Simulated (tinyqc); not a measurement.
Inside a calculation. Model: two-valley model of the transferred-electron effect. Computed by tinyqc, a small Python program that keeps every step. Command: `OMP_NUM_THREADS=1 python tinyqc.py 3005980 3005981 out.jsonl gunn walk`. One thread of a shared host (Intel(R) Xeon(R) Processor @ 2.30GHz), about 0.01 s of CPU time with the checks. Intermediate numbers are printed to about 6 digits and carried at full precision; extremes and crossings named in words are read from the listed rows.

Both kinds of valley share one electron temperature T_e, and each has a constant mobility.

Inputs (values chosen for the exercise, modelled on GaAs): central-valley mass m1 = 0.068 m_0; satellite-valley mass m2 = 0.24 m_0; satellite valleys Z = 4; valley separation dE = 0.31 eV; central-valley mobility mu1 = 7800 cm^2/(V s); satellite-valley mobility mu2 = 200 cm^2/(V s); energy relaxation time tau_E = 0.95 ps; lattice temperature T = 300 K; electric field F = 11 kV/cm; iteration cap = 600; doping n = 1.9e+15 1/cm^3; device length L = 4.5 micrometre; permittivity eps = 12.9.

Solver: bisection.

Constants: k_B = 8.617333262e-05 eV/K; eps_0 = 8.8541878128e-12 F/m; e = 1.602176634e-19 C.

## Equilibrium

Density-of-states ratio R = Z (m2/m1)^(3/2); n2/n1 = R exp(-dE/(k_B T_e)); mean mobility mu = (mu1 + mu2 n2/n1)/(1 + n2/n1); energy balance e mu F^2 = (3/2) k_B (T_e - T)/tau_E; v = mu F.

R = 26.5224

n2/n1 without field = 1.64378e-04

low-field mobility = 7798.75 cm^2/(V s)

dE is 12.0 k_B T, so the satellites are empty without field.

## Electron temperature

Bisection on h(T_e) = T_out(T_e) - T_e between T and T_out(T), with T_out = T + (2/3) e mu(T_e) F^2 tau_E/k_B; stop when the bracket is below 1e-6 K.

Course of the iteration:
```
iteration  T_e (K)  mu (cm^2/(V s))  bracket (K)
1          3767.69           878.08  3.46769e+03
2          2033.84          1576.01  1.73384e+03
3          1166.92          3630.33  8.66922e+02
4          1600.38          2199.21  4.33461e+02
5          1817.11          1829.88  2.16730e+02
6          1925.48          1691.77  1.08365e+02
7          1871.30          1757.69  5.41826e+01
...            ...              ...          ...
27         1867.46          1762.59  5.16726e-05
28         1867.46          1762.59  2.58363e-05
29         1867.46          1762.59  1.29181e-05
30         1867.46          1762.59  6.45907e-06
31         1867.46          1762.59  3.22953e-06
32         1867.46          1762.59  1.61477e-06
33         1867.46          1762.59  8.07384e-07
```

electron temperature T_e = 1867.46 K

Converged in 33 iterations.

## Velocity

The formulas are those given above.

share in the satellites = 79.4396 %

mean mobility = 1762.59 cm^2/(V s)

drift velocity = 1.93885 1e7 cm/s

## Peak, valley and negative differential mobility

Using T_e as the parameter, F(T_e) = sqrt(3 k_B (T_e - T)/(2 e mu tau_E)) and v = mu F; find the first maximum and the next minimum of v, and the most negative dv/dF between them.

threshold field = 4.48975 kV/cm

peak velocity = 2.09364 1e7 cm/s

T_e at the threshold = 990.849 K

field of the velocity minimum = 13.7997 kV/cm

valley velocity = 1.92372 1e7 cm/s

peak-to-valley ratio = 1.08833

most negative differential mobility = -333.916 cm^2/(V s)

At the threshold k_B T_e is dE/3.6. The field of this run lies in the region of negative slope.

## Does a domain form?

Space charge grows at the rate n e |mu_d|/(eps eps_0) during the transit time L/v, with v the valley velocity; Kroemer's criterion asks n L > eps eps_0 v/(e |mu_d|). Transit frequency v/L.

critical n L = 4.10707e+11 1/cm^2

n L of the device = 8.55e+11 1/cm^2

transit frequency = 42.7493 GHz

n L is 2.08 times the critical product: a borderline case, which this order-of-magnitude rule cannot settle.

## Velocity against field

The formulas are those given above.

The curve:
```
F (kV/cm)  T_e (K)  share in the satellites (%)  v (1e7 cm/s)  low-field line (1e7 cm/s)
1.1          369.3                  1.55580e-01       0.85670                     0.8579
2.8          693.1                  1.28702e+01       1.91012                     2.1837
5.5         1138.9                  5.29812e+01       2.07539                     4.2893
7.7         1434.8                  6.83667e+01       2.00518                     6.0050
11.0        1867.5                  7.94396e+01       1.93885                     8.5786
15.0        2423.4                  8.57360e+01       1.92609                    11.6981
22.0        3553.2                  9.05982e+01       2.01197                    17.1573
33.0        5861.5                  9.34885e+01       2.29309                    25.7359
55.0       12785.6                  9.52422e+01       3.08878                    42.8931
110.0      44623.4                  9.60735e+01       5.48253                    85.7863
```

v falls between 5.5 and 15 kV/cm, while the share in the slow valleys goes from 53 to 86 %: transfer outruns the rise of the field. With constant mobilities n2/n1 tends to R and v ends on the line (mu1 + R mu2) F/(1 + R), a mobility of 476; real satellites saturate instead. Rows with T_e above 3000 K lie outside the range of a Maxwellian in parabolic valleys.

Checks made by the program: field recovered from T_e by the energy balance (relative difference 3e-10).
